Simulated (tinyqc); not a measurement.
What the excited states change: donors with valley-orbit split 1s states.

Each donor binds at most one electron, in any of its states. For a site s, W_s = sum over its states of g exp(E/kT), and the ionised share is 1/(1 + W_s exp(eta)), eta = (EF - Ec)/kT; n = Nc F_1/2(eta); neutrality n + NA = ND x (mean ionised share); holes are neglected. Nc from N = 2 (m kB T/(4 pi c))^(3/2) with c = hbar^2/2m0, in 1/angstrom^3; times 1e24 for 1/cm^3, m = md. F_j(eta) = (1/Gamma(j + 1)) integral_0^infinity x^j dx/(1 + exp(x - eta)), which tends to exp(eta) for eta << 0.

Constants: hbar^2/2m0 = 3.80998211 eV angstrom^2; kB = 8.617333262e-05 eV/K.

Inputs chosen for the exercise (near those of P in Si; the results hold for these values, not for the real material): md = 1.068 m0 (density-of-states mass of the conduction band); E = (46.8, 35.5, 33.2) meV (binding energies of 1s(A1), 1s(T2), 1s(E)); g = (2, 6, 4) (their degeneracies with spin); ND = 7.4e+17 1/cm^3 (donors); NA = 4.1e+16 1/cm^3 (compensating acceptors, all ionised).

The last columns keep only the ground state of each site (g = 2).

Results:

| T (K) | effective degeneracy | eta | n (1/cm^3) | n, ground states only | ratio |
|---|---|---|---|---|---|
| 40 | 2.30 | -11.58 | 1.27e+13 | 1.46e+13 | 0.868 |
| 60 | 2.96 | -7.34 | 1.60e+15 | 2.33e+15 | 0.687 |
| 80 | 3.72 | -5.59 | 1.43e+16 | 2.27e+16 | 0.628 |
| 110 | 4.77 | -4.64 | 5.90e+16 | 9.63e+16 | 0.612 |
| 150 | 5.90 | -4.26 | 1.38e+17 | 2.28e+17 | 0.607 |
| 200 | 6.93 | -4.15 | 2.37e+17 | 3.78e+17 | 0.628 |
| 250 | 7.68 | -4.17 | 3.22e+17 | 4.85e+17 | 0.665 |
| 300 | 8.24 | -4.26 | 3.91e+17 | 5.53e+17 | 0.707 |
| 400 | 9.02 | -4.47 | 4.87e+17 | 6.23e+17 | 0.781 |
| 500 | 9.53 | -4.69 | 5.46e+17 | 6.54e+17 | 0.836 |

The effective degeneracy grows from 2.30 to 9.53. Excited states hold electrons back, so the ratio is never above 1; it is lowest, 0.607, at 150 K of those listed, and 0.707 at 300 K. At low T the excited states empty out, and at high T more donors are ionised (n is 78 % of ND - NA in the last row), so the effect is largest in between.

(tinyqc, `OMP_NUM_THREADS=1 python tinyqc.py 1682349 1682350 out.jsonl`, Intel(R) Xeon(R) Processor @ 2.30GHz, 1 thread, shared host, about 0.01 s.)
